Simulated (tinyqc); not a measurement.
Inside a calculation. Method: plane-wave Kohn-Sham cycle with exchange-only LDA in a layered model solid. One step of it, computed by the program tinyqc.

Task: Iteration 1: levels at that k. Diagonalise the Hermitian matrix.

H (hartree):
```
           -2         -1         +0         +1         +2
-2   3.842295  -0.265000   0.000000   0.000000   0.000000
-1  -0.265000   0.783533  -0.265000   0.000000   0.000000
+0   0.000000  -0.265000  -0.236054  -0.265000   0.000000
+1   0.000000   0.000000  -0.265000   0.783533  -0.265000
+2   0.000000   0.000000   0.000000  -0.265000   3.842295
```

Give: eigenvalues.

Result:

eigenvalues (hartree): -0.3606  0.7607  0.8851  3.8651  3.8653
